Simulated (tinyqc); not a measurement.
Precursor delivery by bubblers, mass-transport growth and the solid composition of a III-V alloy: one step, computed by the program tinyqc. Command: `OMP_NUM_THREADS=1 python tinyqc.py 3019674 3019675 out.jsonl movpe_thermo walk`. One thread of a shared host (Intel(R) Xeon(R) Processor @ 2.30GHz), about 0.01 s of CPU time with the checks.

1 sccm = 44.615 micromol/min; 1 torr = 133.322 Pa. The sources decompose fully at the surface.

Problem. Bubblers. log10 p_v = a - b/T_bath; molar flow = F x 44.615 x p_v/(p_b - p_v) for a saturated bubbler.

Inputs (values chosen for the exercise, modelled on triethylgallium (source 1) and trimethylindium (source 2) for the vapour pressures):

| quantity | value | unit |
|---|---|---|
| bath temperature T1 | 296 | K |
| bath temperature T2 | 306 | K |
| bubbler pressure p_b | 400 | torr |
| carrier flow F1 | 25 | sccm |
| carrier flow F2 | 21 | sccm |

constants a, b of source 1 (log10 torr, K): 8.057  2162

constants a, b of source 2 (log10 torr, K): 10.56  3014

Give: vapour pressure 1; molar flow 1; vapour pressure 2; molar flow 2.

Solution.

vapour pressure 1 = 5.662 torr

molar flow 1 = 16.01 micromol/min

vapour pressure 2 = 5.132 torr

molar flow 2 = 12.18 micromol/min

One kelvin of bath error changes flow 1 by 5.8 % and flow 2 by 7.5 %.
